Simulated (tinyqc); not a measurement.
What each parameter does: six-band Luttinger-Kohn model with strain.

Six-band Luttinger-Kohn model in the basis |3/2,3/2>, |3/2,1/2>, |3/2,-1/2>, |3/2,-3/2>, |1/2,1/2>, |1/2,-1/2>, electron energies, zero at the top of the unstrained valence band. H = -[rows: (P+Q, -S, R, 0, -S/r2, r2 R); (-S*, P-Q, 0, R, -r2 Q, r32 S); (R*, 0, P-Q, S, r32 S*, r2 Q); (0, R*, S*, P+Q, -r2 R*, -S*/r2); (-S*/r2, -r2 Q, r32 S, -r2 R, P+Dso, 0); (r2 R*, r32 S*, r2 Q, -S/r2, 0, P+Dso)], r2 = sqrt(2), r32 = sqrt(3/2). Levels are twofold.

P = c g1 k^2 - av tr(e); Q = c g2 (kx^2 + ky^2 - 2 kz^2) - (b/2)(exx + eyy - 2 ezz); R = c sqrt3 [-g2 (kx^2 - ky^2) + 2i g3 kx ky] + (sqrt3/2) b (exx - eyy) - i d exy; S = 2 c sqrt3 g3 (kx - i ky) kz - d (exz - i eyz); c = hbar^2/2m0, e the strain tensor (not engineering shear).

s11 = (C11 + C12)/((C11 - C12)(C11 + 2 C12)), s12 = -C12/((C11 - C12)(C11 + 2 C12)), s44 = 1/C44; exx = s11 sxx + s12 (syy + szz) and cyclic, exy = s44 sxy/2; tension is positive. A uniaxial stress X along the unit vector n is s_ij = X n_i n_j.

Constants: hbar^2/2m0 = 3.80998211 eV angstrom^2.

Values chosen for the exercise (near those of InP; shifted at random, so the results belong to these values and not to a real crystal): Dso = 0.107 eV (spin-orbit splitting); g1 = 5.07 (Luttinger gamma1); g2 = 1.6 (gamma2); g3 = 2.1 (gamma3); av = 0.6 eV (valence hydrostatic potential); b = -2.01 eV (tetragonal shear potential); d = -4.97 eV (trigonal shear potential); C11 = 100.2 GPa; C12 = 56.1 GPa; C44 = 46 GPa; load = uniaxial [100] (kind of stress); X = 0.74 GPa (stress).

Edges at k = 0 under a uniaxial [100] stress X and the curvature mass of the top pair along [100] (step 0.0002 1/angstrom).

One parameter was then changed.

Results before and after:

| case | top (eV) | second (eV) | third (eV) | mass (m0) |
|---|---|---|---|---|
| base | 0.0358 | -0.0081 | -0.1284 | 0.535 |
| changed | 0.0358 | -0.0081 | -0.1284 | 0.398 |

Which of these changes was made? (a) g3 = 2.52; (b) C12 = 44.88 GPa; (c) g2 = 1.28; (d) C44 = 36.8 GPa; (e) av = 0.48 eV; (f) b = -2.412 eV; (g) d = -5.964 eV.

Answer: (c) g2 = 1.28. Of the candidates, run in turn, only this one gives the changed row.

All candidates:

| case | top (eV) | second (eV) | third (eV) | mass (m0) |
|---|---|---|---|---|
| base | 0.0358 | -0.0081 | -0.1284 | 0.535 |
| d = -5.964 eV | 0.0358 | -0.0081 | -0.1284 | 0.535 |
| av = 0.48 eV | 0.0354 | -0.0085 | -0.1288 | 0.535 |
| C12 = 44.88 GPa | 0.0292 | -0.0094 | -0.1198 | 0.535 |
| C44 = 36.8 GPa | 0.0358 | -0.0081 | -0.1284 | 0.535 |
| g3 = 2.52 | 0.0358 | -0.0081 | -0.1284 | 0.535 |
| b = -2.412 eV | 0.0426 | -0.0054 | -0.1378 | 0.535 |
| g2 = 1.28 | 0.0358 | -0.0081 | -0.1284 | 0.398 |

The Luttinger parameters multiply k^2 and cannot move the edges; av shifts all edges alike and leaves the mass.

Computed by tinyqc, a small Python program: `OMP_NUM_THREADS=1 python tinyqc.py 1081407 1081408 out.jsonl` (the numbers bound the seed that draws the inputs); one thread of a shared host (Intel(R) Xeon(R) Processor @ 2.30GHz), about 0.09 s for the whole set of steps.
